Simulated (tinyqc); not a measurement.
Charge neutrality of a doped semiconductor with incomplete ionisation: one step, computed by the program tinyqc. Command: `OMP_NUM_THREADS=1 python tinyqc.py 3023133 3023134 out.jsonl dopant walk`. One thread of a shared host (Intel(R) Xeon(R) Processor @ 2.30GHz), about 0.04 s of CPU time with the checks.

Energies are counted from the top of the valence band; E_D is measured down from the conduction band and E_A up from the valence band.

Question. Gap and effective densities of states. E_g = E_g0 - alpha T^2/(T + beta). N_c = 2 M_c (2 pi m_e k_B T/h^2)^(3/2) and N_v = 2 (2 pi m_h k_B T/h^2)^(3/2), masses in units of m_0. n_i = sqrt(N_c N_v) exp(-E_g/(2 k_B T)); E_i = E_g/2 + (k_B T/2) ln(N_v/N_c).

Inputs (values chosen for the exercise, modelled on CdTe):
```
quantity              value  unit
gap at 0 K E_g0        1.59    eV
Varshni alpha      0.000301  eV/K
Varshni beta            107     K
electron mass m_e    0.0923   m_0
valleys M_c               1     -
hole mass m_h         0.632   m_0
temperature T           300     K
```

Doping: p-type. Statistics of the bands: Fermi-Dirac.

Constants: m_0 = 9.1093837015e-31 kg; k_B = 1.380649e-23 J/K; h = 6.62607015e-34 J s; k_B = 8.617333262e-05 eV/K.

Give: gap E_g; N_c; N_v; k_B T; intrinsic density n_i; intrinsic level E_i.

Answer.

gap E_g = 1.523 eV

N_c = 7.037e+17 cm^-3

N_v = 1.261e+19 cm^-3

k_B T = 0.02585 eV

intrinsic density n_i = 4.761e+05 cm^-3

intrinsic level E_i = 0.7990 eV
